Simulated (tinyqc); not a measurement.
From corner frequency f_c back to length L: thermal, flicker and telegraph noise of a field-effect transistor. Computed by tinyqc, a small Python program. Command: `OMP_NUM_THREADS=1 python tinyqc.py 3001627 3001628 out.jsonl noise inv`. One thread of a shared host (Intel(R) Xeon(R) Processor @ 2.30GHz), about 0.02 s of CPU time with the checks.

Strong inversion, threshold roll-off and channel-length modulation left out; noise sources are uncorrelated and are given as one-sided spectral densities.

Inputs (values chosen for the exercise, modelled on a silicon n-channel): width W = 120 micrometre; electrical oxide thickness t = 2.2 nm; mobility mu = 370 cm^2/(V s); saturation velocity v_s = 0.92 1e7 cm/s; overdrive V_ov = 0.26 V; thermal noise factor gamma = 0.667; oxide trap density N_t = 4.4e+17 1/(eV cm^3); oxide barrier phi = 2 eV; oxide mass m_ox = 0.21 m_0; Hooge parameter alpha_H = 1.2e-06; frequency f = 40000 Hz; temperature T = 400 K.

Operating region: saturation. Flicker model: Hooge.

Constants: eps_0 = 8.8541878128e-12 F/m; hbar = 1.054571817e-34 J s; m_0 = 9.1093837015e-31 kg; e = 1.602176634e-19 C; k_B = 8.617333262e-05 eV/K; k_B = 1.380649e-23 J/K.

Method:
- C_ox = 3.9 eps_0/t; V_c = 2 v_s L/mu; I = W C_ox v_s V_ov^2/(V_ov + V_c); g_m = W C_ox v_s V_ov (V_ov + 2 V_c)/(V_ov + V_c)^2; g_d0 = mu C_ox (W/L) V_ov.
- Tunnelling length lambda = hbar/(2 sqrt(2 m_ox phi)); flat-band noise S_Vfb = e^2 k_B T lambda N_t/(W L C_ox^2 f). Hooge: S_I = I^2 alpha_H/(f N), N = W L C_ox V_ov/e (the source-end density).
- Thermal: S_I = 4 k_B T gamma g_d0; input-referred S_V = S_I/g_m^2; corner f_c where flicker equals thermal.
- Total input noise from 1 Hz to f_c: sqrt(S_V,thermal [f_c ln(f_c/1 Hz) + f_c - 1 Hz]).

Problem. A run gave the result below. Find the length L, known to lie between 370 and 980 nm.

corner frequency f_c = 24356.79 Hz

Solution.

Each step takes the trial c = (a f_b - b f_a)/(f_b - f_a), f being the result less the target and a, b, c the logarithms of the listed values; c replaces end b, the old b replaces a if the sign of f changed, and otherwise f_a is halved.

Scan of the range:
```
length L (nm)  corner frequency f_c (Hz)
370                              45755.6
435                              34362.8
512                              25624.6
602                              19059.9
708                              14115.6
833                              10410.9
980                               7656.9
```

False position (Illinois rule, in the logarithm of the input) inside the bracket:
```
step    end a    end b    trial  corner frequency f_c (Hz)
1     512.000  602.000  528.265                    24208.9
2     512.000  528.265  525.149                    24470.9
3     528.265  525.149  526.504                    24356.5
4     525.149  526.504  526.500                    24356.8
5     525.149  526.500  526.500                    24356.8
6     526.500  526.500  526.500                    24356.8
```

Corner frequency f_c falls at every point of a 13-point scan of the range (every second point is shown), so one value fits; it is bracketed by 512 and 602. Answer: length L = 526.5 nm.
